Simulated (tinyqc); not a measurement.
Order-disorder in a binary alloy on two sublattices: Bragg-Williams and pair (quasi-chemical) approximations: one step, computed by the program tinyqc.

All z = 4 neighbours of a site lie on the other sublattice. B fills the sublattices with x + eta/2 and x - eta/2; energies are per site, from the pure components: u = -z w y with y the probability of an A-B bond taken in one order.

Problem. Energy, entropy and site fractions. a = x + eta/2, b = x - eta/2; u = -z w [x (1 - x) + eta^2/4]; s/k_B = [s2(a) + s2(b)]/2, s2(c) = -c ln c - (1 - c) ln(1 - c); gain on ordering = f(eta) - f(0), f = u - T s. Superlattice over fundamental intensity = [eta (f_B - f_A)/2]^2/[(1 - x) f_A + x f_B]^2.

Inputs (values chosen for the exercise, for a model alloy): ordering energy w = (e_AA + e_BB)/2 - e_AB = 27.3 meV; fraction x of B = 0.5; temperature T = 298 K.

Lattice: square (z = 4).

scattering factors f_A, f_B (electrons): 13  52

order parameter eta = 0.9679009

Constants: k_B = 8.617333262e-05 eV/K.

Give: B fraction on its own sublattice; B fraction on the A sublattice; energy u; entropy s; gain on ordering; intensity ratio.

Solution.

B fraction on its own sublattice = 0.9840

B fraction on the A sublattice = 0.01605

energy u = -52.88 meV/site

entropy s = 0.08224 k_B/site

gain on ordering = -9.888 meV/site

intensity ratio = 0.3373

The antisite fraction is 0.0160; the dilute estimate exp(-z w/(k_B T)) gives 0.0142.
